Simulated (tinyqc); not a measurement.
Polarisation and half-bias from two TMR values.

Question. A tunnel junction has TMR = TMR0/(1 + (V/Vh)^2), TMR0 = 2 P1 P2/(1 - P1 P2). Find TMR0, Vh and P2.

Parameters, values chosen for the exercise: spin polarisation of the reference layer P1 = 0.66.

TMR at 0.1 and 0.5 V (%): [105.25298, 69.109444]

Answer. 1/TMR is linear in V^2, and P1 P2 = TMR0/(2 + TMR0).

TMR0 = 108 %
Vh = 0.670 V
P2 = 0.530

Program tinyqc, `OMP_NUM_THREADS=1 python tinyqc.py 2450117 2450118 out.jsonl`; Intel Xeon 2.30GHz, shared host, one thread, about 0.01 s.
